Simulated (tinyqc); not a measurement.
Lattice vibrations of a chain, step by step. Computed by tinyqc, a small Python program that keeps every step. Command: `OMP_NUM_THREADS=1 python tinyqc.py 24526 24527 out.jsonl` (the two numbers bound the seeds that draw the settings). One thread of a shared host (Intel(R) Xeon(R) Processor @ 2.60GHz), about 0.01 s of CPU time with the checks.

## Dynamical matrix at q = 0.47

A chain moving along its axis:

| atom | mass (u) | spring to the next atom (eV/angstrom^2) |
|---|---|---|
| 1 | 105.30000 | 29.10000 |
| 2 | 62.90000 | 21.70000 |
| 3 | 49.40000 | 4.90000 |
| 4 | 39.80000 | 8.10000 |

q is in units of 2 pi/a. A spring k from atom i to atom j, n cells on, adds k to Phi_ii and Phi_jj, -k exp(2 pi i q n) to Phi_ij and the conjugate to Phi_ji (for one atom a cell: 2k (1 - cos 2 pi q n)); D_ij = Phi_ij / sqrt(m_i m_j).

D(q) (eV/(angstrom^2 u)), lower triangle (Hermitian):
```
                  1         2         3        4
1           0.35328
2          -0.35756   0.80763
3           0.00000  -0.38929   0.53846
4  0.12290-0.02345i   0.00000  -0.11051  0.32663
```

## Frequencies

omega^2 are the eigenvalues; wavenumber = 521.4708 sqrt(eigenvalue) 1/cm.

eigenvalues: 0.05174  0.22013  0.56195  1.19219

wavenumbers (1/cm): 118.6  244.7  390.9  569.4

weights |e|^2 of the mass-weighted modes:
```
         mode 1   mode 2   mode 3   mode 4
atom 1  0.51283  0.06069  0.30950  0.11698
atom 2  0.29642  0.03745  0.01604  0.65010
atom 3  0.16000  0.25886  0.34848  0.23266
atom 4  0.03075  0.64300  0.32598  0.00027
```

## Dispersion and heat capacity

C/k_B per atom = mean over q = (j + 1/2)/80, j = 0..39 and all branches of y^2 e^y/(e^y - 1)^2, y = hc wavenumber / k_B T.

Wavenumbers (1/cm):

| q | branch 1 | branch 2 | branch 3 | branch 4 |
|---|---|---|---|---|
| 0.00000 | 0.00000 | 318.99926 | 349.45207 | 571.88916 |
| 0.06250 | 19.93844 | 314.20110 | 353.36051 | 571.79626 |
| 0.12500 | 39.60003 | 303.70233 | 361.22616 | 571.53030 |
| 0.18750 | 58.66049 | 291.21922 | 369.45548 | 571.12822 |
| 0.25000 | 76.68309 | 278.21061 | 376.84802 | 570.64754 |
| 0.31250 | 93.01488 | 265.64722 | 382.92582 | 570.15971 |
| 0.37500 | 106.63091 | 254.67471 | 387.42879 | 569.74034 |
| 0.43750 | 116.00852 | 246.86816 | 390.19387 | 569.45708 |
| 0.50000 | 119.41619 | 243.98200 | 391.12611 | 569.35701 |

Heat capacity:

| T (K) | C/k_B per atom |
|---|---|
| 20 | 0.07419 |
| 50 | 0.17909 |
| 100 | 0.33939 |
| 200 | 0.63664 |
| 300 | 0.79365 |
| 600 | 0.93827 |
| 1200 | 0.98378 |

zero-point energy per atom = 20.07918 meV
